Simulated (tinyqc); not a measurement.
Strained Delta valleys, repopulation and conductivity mass: two steps of the calculation.

A cubic crystal with three pairs of conduction valleys along x, y and z under uniaxial stress X along [001] (X > 0 is tension); current along [110]. Non-degenerate electrons, fixed total density, one relaxation time for all valleys and stresses, masses unchanged by strain, so the mobility goes as the mean inverse mass.

Inputs (values chosen for the exercise); values close to those of silicon: temperature T = 300 K; compliance s11 = 7.9 1/TPa; compliance s12 = -2.19 1/TPa; compliance s44 = 12.8 1/TPa; shear deformation potential Xu = 9 eV; uniaxial stress (tension positive) X = 1500 MPa.

Constants: q = 1.602176634e-19 C, kB = 1.380649e-23 J/K, Vt = kB T/q. Results are converted to the units shown.

Question 1. Strain tensor. Stress s_ij = X a_i a_j with a the unit vector along [001]; strain e_ii = s11 s_ii + s12 (s_jj + s_kk), e_ij = s44 s_ij/2.

Give: strain.

Answer 1.

strain (%):
```
        x       y      z
x  -0.329   0.000  0.000
y   0.000  -0.329  0.000
z   0.000   0.000  1.185
```

Question 2. Valley shifts and shares. Valley shift dE = Xu (n.e.n - trace(e)/3) with n the valley axis; share f proportional to exp(-dE/Vt).

strain (%):
```
            x           y          z
x  -0.3285000   0.0000000  0.0000000
y   0.0000000  -0.3285000  0.0000000
z   0.0000000   0.0000000  1.1850000
```

Wanted: dE; share f.

Answer 2.

```
valley  dE (meV)  share f
x        -45.405  0.49872
y        -45.405  0.49872
z         90.810  0.00257
```

The splitting is 136 meV, 5.3 Vt.

tinyqc, about 0.01 s, one thread, Intel Xeon 2.30GHz (shared host): `OMP_NUM_THREADS=1 python tinyqc.py 2530027 2530028 out.jsonl`
